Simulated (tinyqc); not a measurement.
# Undoped symmetric double-gate MOSFET, analytic potential model: what changes with what

An undoped body of thickness ts between two equal insulators and tied gates; long channel, electrons only, n = ni exp((psi - V)/Vt) with V the quasi-Fermi potential (0 at the source, Vd at the drain), constant mobility, no quantisation. Across the body psi(x) = V - 2 Vt ln[(ts/(2 beta)) sqrt(q ni/(2 eps0 eps_r Vt)) cos(2 beta x/ts)], x from the centre. Q is the electron charge per area of the whole body.

Values chosen for this exercise; material values close to those of silicon: temperature T = 400 K; band gap Eg = 1.1 eV; relative permittivity of the semiconductor eps_r = 11.5; conduction-band density of states at T Nc = 4.39e19 cm^-3; valence-band density of states at T Nv = 4.1e19 cm^-3; relative permittivity of the gate insulator eox = 8.75; insulator thickness tox = 2.6 nm; body thickness ts = 5 nm; gate work function less that of the intrinsic body dphi = 0.08 V; channel mobility mu = 130 cm^2/(V s); gate length L = 2 um; drain voltage Vd = 0.3 V.

Constants: q = 1.602176634e-19 C, kB = 1.380649e-23 J/K, Vt = kB T/q, eps0 = 8.8541878128e-14 F/cm where lengths are in cm. Results are converted to the units shown.

Each table varies one quantity; the others keep the values above.

## Transfer curve and volume inversion

ni = sqrt(Nc Nv) exp(-Eg/(2 Vt)), Eg in volts; r = eps_r tox/(eox ts); V0 = dphi + 2 Vt ln[(2/ts) sqrt(2 eps0 eps_r Vt/(q ni))]. beta (between 0 and pi/2) solves (Vg - V0 - V)/(2 Vt) = ln(beta) - ln(cos beta) + 2 r beta tan(beta). Q = 8 eps0 eps_r Vt beta tan(beta)/ts; I = mu (1/L)(4 eps0 eps_r/ts)(2 Vt)^2 [g(beta_s) - g(beta_d)] per width, g = beta tan(beta) - beta^2/2 + r beta^2 tan^2(beta), with beta_s at V = 0 and beta_d at V = Vd. The drop is psi(surface) - psi(centre) at the source end; C = dQs/dVg, Cg = 2 eps0 eox/tox; gm = dI/dVg.

Results:
```
Vg (V)  Qs (nC/cm^2)  drop (mV)       C/Cg  I (uA/um)  gm/I (1/V)
0.27        0.098911  0.0060711  4.8121e-4  2.2164e-4      29.003
0.38          2.3725    0.14552   0.011386  0.0053529      28.804
0.49          44.691     2.7072    0.17145    0.11360      25.566
0.61          307.16     17.259    0.53583     1.3110      15.214
0.72          717.16     36.167    0.69449     4.8957      9.4242
0.94          1726.7     69.804    0.82410     20.181      4.2467
1.06          2329.5     84.537    0.85916     30.996      3.0249
1.17          2900.4     96.207    0.88161     41.574      2.3636
```

Estimate the missing row, Vg = 0.83 V.

Computed row:
```
Vg (V)  Qs (nC/cm^2)  drop (mV)     C/Cg  I (uA/um)  gm/I (1/V)
0.83          1201.4     54.092  0.77518     11.443      6.2475
```

With this row back in the table: The current rises from 2.22e-4 to 41.6 uA/um. In the first row gm/I is 29.0 1/V, 0.030 % below 1/Vt: with no depletion charge the whole body follows the gate, and the swing is ideal. The drop between surface and centre goes from 0.0061 to 96.2 mV and passes Vt at Vg = 0.72 V among the rows; below that the density varies across the body by less than a factor of e (volume inversion). C reaches 0.88 of Cg in the last row. For Vg = 0.72 to 1.17 V the surface density at the source passes 0.3 Nc, where Boltzmann statistics fail. In every row the body is thin enough for quantum confinement, left out here, to raise the threshold.

## Output curve

Same model as above.

In this table Vg = 0.87 V.

Output curve:
```
Vd (V)  Qd (nC/cm^2)     Qd/Qs  I (uA/um)
0.06            1110    0.7991      4.868
0.11           887.0    0.6388      8.110
0.16           676.1    0.4869      10.65
0.22           444.0    0.3197      12.82
0.27           275.9    0.1987      13.98
0.32           142.2    0.1024      14.65
0.38           44.69   0.03218      14.99
0.43           12.71  0.009150      15.08
0.48           3.156  0.002273      15.10
```

What does the table show?

The current rises from 4.87 to 15.1 uA/um, while the charge at the drain end falls from 0.80 to 0.0023 of that at the source. The current first comes within 1 % of its last value at Vd = 0.38 V among the rows. In every row the surface density at the source passes 0.3 Nc, where Boltzmann statistics fail. In every row the body is thin enough for quantum confinement, left out here, to raise the threshold.

Computed by the program tinyqc: `OMP_NUM_THREADS=1 python tinyqc.py 2440010 2440011 out.jsonl`, one thread of a shared Intel Xeon 2.30GHz, about 0.01 s for the whole run.
